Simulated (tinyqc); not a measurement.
Inside a calculation. Model: rapid thermal processing of a wafer: radiative balance, ramp and cooling, pattern effects, pyrometer error and spike budget. Computed by tinyqc, a small Python program that keeps every step. Command: `OMP_NUM_THREADS=1 python tinyqc.py 3114147 3114148 out.jsonl rtp walk`. One thread of a shared host (Intel(R) Xeon(R) Processor @ 2.30GHz), about 0.04 s of CPU time with the checks. Intermediate numbers are printed to about 6 digits and carried at full precision; extremes and crossings named in words are read from the listed rows.

The wafer is opaque and uniform through its thickness unless said otherwise; temperatures in formulas are in kelvin (C + 273.15). sigma = 5.670374419e-12 W/(cm^2 K^4).

Inputs (values chosen for the exercise, modelled on a hot silicon wafer):
```
quantity                                              value         unit
wafer thickness d                                       625   micrometre
heat capacity per volume C                             2.05   J/(cm^3 K)
thermal conductivity k                                 0.21     W/(cm K)
emissivity eps of each face                            0.66            -
reflectivity of the chamber walls r                    0.51            -
gas heat-transfer coefficient h, both faces together    1.8  mW/(cm^2 K)
wall temperature T_w                                    500            K
process temperature                                     996            C
starting temperature                                    550            C
ramp rate                                               280          K/s
relative change of absorptivity over a pattern          6.9            %
period of the pattern                                   8.2           mm
pyrometer wavelength                                    3.8   micrometre
error of the assumed emissivity                         5.7            %
activation energy of the process E_a                      2           eV
```

Constants: k_B = 8.617333262e-05 eV/K; h = 6.62607015e-34 J s; c = 299792458 m/s; k_B = 1.380649e-23 J/K.

## Power to hold and to ramp

Effective emissivity between parallel grey plates: eps_eff = 1/(1/eps + 1/(1 - r) - 1). Loss per area q(T) = 2 eps_eff sigma (T^4 - T_w^4) + h (T - T_w). Absorbed power during a ramp = q(T) + C d x ramp rate; thermal time constant tau = C d/(dq/dT), dq/dT = 8 eps_eff sigma T^3 + h; natural cooling rate q/(C d); front-to-back difference under one-sided heating at the end of the ramp = (absorbed power) d/(2 k).

eps_eff = 0.391241

holding power q = 12.6188 W/cm^2

power at the end of the ramp = 48.4938 W/cm^2

dq/dT = 38.0815 mW/(cm^2 K)

time constant tau = 3.36449 s

natural cooling rate = 98.4884 K/s

front-to-back difference = 7.21634 K

Radiation carries 89 % of the loss. The ramp needs 3.8 times the holding power.

## Cooling curve

Cooling with the lamps off: C d dT/dt = -q(T), integrated adaptively (relative tolerance 1e-10).

Lamps off at t = 0:
```
t (s)    T (C)  cooling rate (K/s)
0.34   964.112             89.3453
0.67   935.906             81.7980
1.30   888.214             70.1248
2.40   819.633             55.5476
3.40   768.954             46.2926
5.00   703.652             36.0609
8.40   604.533             23.6912
13.00  516.843             15.3976
```

The rate falls from 98.5 K/s at t = 0 to 15.4 K/s in the last row.

## Thermal budget of a spike

Spike anneal: linear ramp to the peak, then lamps off. Equivalent time at the peak = int exp(-(E_a/k_B)(1/T - 1/T_peak)) dt; estimate (k_B T^2/E_a)(1/ramp rate + 1/cooling rate). The ramp part uses 4000 trapezoid steps, the cooling part 4000 steps over 4 tau. Time within 50 K of the peak from the same curves.

equivalent time, ramp = 0.224426 s

equivalent time, cooling = 0.778288 s

equivalent time, total = 1.00271 s

estimate = 0.952529 s

time within 50 K of the peak = 0.727110 s

Cooling supplies 78 % of the budget.

## What a faster ramp buys

The formulas are those given above.

Against the ramp rate:
```
ramp (K/s)  ramp part (s)  cooling part (s)  total (s)  power at the peak (W/cm^2)
10                6.28394          0.778288    7.06222                      13.900
25                2.51357          0.778288    3.29186                      15.822
50                1.25679          0.778288    2.03507                      19.025
100               0.62839          0.778288    1.40668                      25.431
250               0.25136          0.778288    1.02965                      44.650
500               0.12568          0.778288    0.90397                      76.681
1000              0.06284          0.778288    0.84113                     140.744
```

From 10 to 100 K/s the total falls by a factor 5.0, from 100 to 1000 K/s by 1.67: the cooling part, 0.778 s, is a floor, and the natural cooling rate here is 98.5 K/s.

## Pattern effect

At steady state a sinusoidal change of absorbed power of relative amplitude a and period p gives the temperature amplitude a q/(dq/dT + k d (2 pi/p)^2); healing length l = sqrt(k d/(dq/dT)); process change = E_a dT/(k_B T^2). Emissivity is taken as unchanged.

healing length l = 5.87074 mm

amplitude without lateral conduction = 22.8641 K

amplitude = 1.07668 K

change of the process rate = 1.55138 %

Lateral conduction cuts the amplitude to 4.7 %, since p/(2 pi l) = 0.22.

## Pyrometer error

Signal proportional to eps/(exp(c2/(lambda T)) - 1), c2 = h c/k_B. If the assumed emissivity is too high by the given error, the reading T' solves (1 + error)/(exp(c2/(lambda T')) - 1) = 1/(exp(c2/(lambda T)) - 1). Wien estimate: T' - T = -lambda T^2 ln(1 + error)/c2. Process rates go as exp(-E_a/(k_B T)).

c2 = 14387.8 micrometre K

c2/(lambda T) = 2.98330

reading less true temperature = -22.0308 K

Wien estimate = -23.5829 K

rate at T over rate at T', less 1 = 38.1330 %

Caution: below about 600 C lightly doped silicon is partly transparent at this wavelength, so its emissivity is not yet the hot value early in the ramp.

Checks made by the program: cooling time against quadrature of C d dT/q (relative difference 3e-08).
